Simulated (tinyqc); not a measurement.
p-n diode with diffusion and depletion-layer recombination: two steps of the calculation.

Abrupt junction in the depletion approximation, low injection, full ionisation, neutral widths fixed, ohmic contact on the p side. Vj is the junction voltage; where a series resistance Rs is given, V = Vj + J Rs is the terminal voltage.

Values chosen for this exercise; band and dielectric values close to those of silicon:

| symbol | value | unit | meaning |
|---|---|---|---|
| T | 293 | K | temperature |
| Eg | 1.1 | eV | band gap |
| Nc | 2.72e19 | cm^-3 | conduction-band density of states at T |
| Nv | 2.55e19 | cm^-3 | valence-band density of states at T |
| Na | 1.3e17 | cm^-3 | acceptor density |
| Nd | 6.4e17 | cm^-3 | donor density |
| mun | 660 | cm^2/(V s) | electron mobility in the p side |
| mup | 190 | cm^2/(V s) | hole mobility in the n side |
| tn | 3e-7 | s | electron lifetime |
| tp | 3e-9 | s | hole lifetime |
| wp | 0.27 | um | neutral width of the p side |
| wn | 34 | um | neutral width of the n side |
| Sp | 10 | cm/s | recombination velocity at the n contact |
| Rs | 0.003 | ohm cm^2 | series resistance |
| V | 0.66 | V | terminal voltage |

Constants: q = 1.602176634e-19 C, kB = 1.380649e-23 J/K, Vt = kB T/q. Results are converted to the units shown.

Task 1. Diffusion lengths and saturation currents. ni = sqrt(Nc Nv) exp(-Eg/(2 Vt)), Eg in volts; D = mu Vt; Ln = sqrt(Dn tn), Lp = sqrt(Dp tp); J0n = q ni^2 Dn coth(wp/Ln)/(Ln Na); J0p = (q ni^2 Dp/(Lp Nd)) (s + tanh(wn/Lp))/(1 + s tanh(wn/Lp)), s = Sp Lp/Dp.

Find: ni; Ln; Lp; J0n; J0p.

Result 1.

ni = 9.125e9 cm^-3
Ln = 22.36 um
Lp = 1.200 um
J0n = 6.334e-11 A/cm^2
J0p = 8.335e-13 A/cm^2

wp/Ln = 0.012 and wn/Lp = 28; electrons carry 98.7 % of the diffusion current.

Task 2. New Vj. Diffusion current alone: J = J0 (exp(Vj/Vt) - 1), g = Vj + J Rs - V, g' = 1 + Rs J0 exp(Vj/Vt)/Vt, Vj(new) = Vj - g/g'.

Vj at the start = 0.66 V
J0 = J0n + J0p = 6.4169259e-11 A/cm^2

Give: J; g; g'; Vj after iteration 1.

Result 2.

J = 14.445 A/cm^2
g = 0.043336 V
g' = 2.7164
Vj after iteration 1 = 0.64405 V

Numbers from tinyqc (`OMP_NUM_THREADS=1 python tinyqc.py 2260117 2260118 out.jsonl`; about 0.01 s on one thread of a shared Intel Xeon 2.30GHz).
